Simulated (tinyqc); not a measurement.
Born-von Karman spring model of a cubic crystal with one atom per cell: one step, computed by the program tinyqc.

First neighbours lie at a/2 (1,1,1) (8 of them), second at a (1,0,0) (6), with all permutations and signs; the volume per atom is Omega = a^3/2. Two shells of springs match a real metal only roughly, above all at the zone boundary.

Problem. Sound velocities. rho = M/Omega and v = sqrt(C/rho), with C = C11, C44, C44 along [100]; (C11 + C12 + 2 C44)/2, C44, (C11 - C12)/2 along [110]; (C11 + 2 C12 + 4 C44)/3 and twice (C11 - C12 + C44)/3 along [111].

Inputs (values chosen for the exercise, modelled on molybdenum): lattice constant a = 3.147 angstrom; atomic mass M = 95.95 u.

Lattice: bcc.

C11 = 474.5606 GPa

C44 = 105.9633 GPa

C12 = 156.6708 GPa

Constants: u = 1.6605390666e-27 kg.

Give: density rho; Velocities (m/s).

Solution.

density rho = 10224 kg/m^3

Velocities (m/s):

| direction | longitudinal | transverse 1 | transverse 2 |
|---|---|---|---|
| [100] | 6813 | 3219 | 3219 |
| [110] | 6421 | 3219 | 3943 |
| [111] | 6285 | 3717 | 3717 |

Along [110] the two transverse waves differ by a factor sqrt(2 C44/(C11 - C12)) = 0.816.
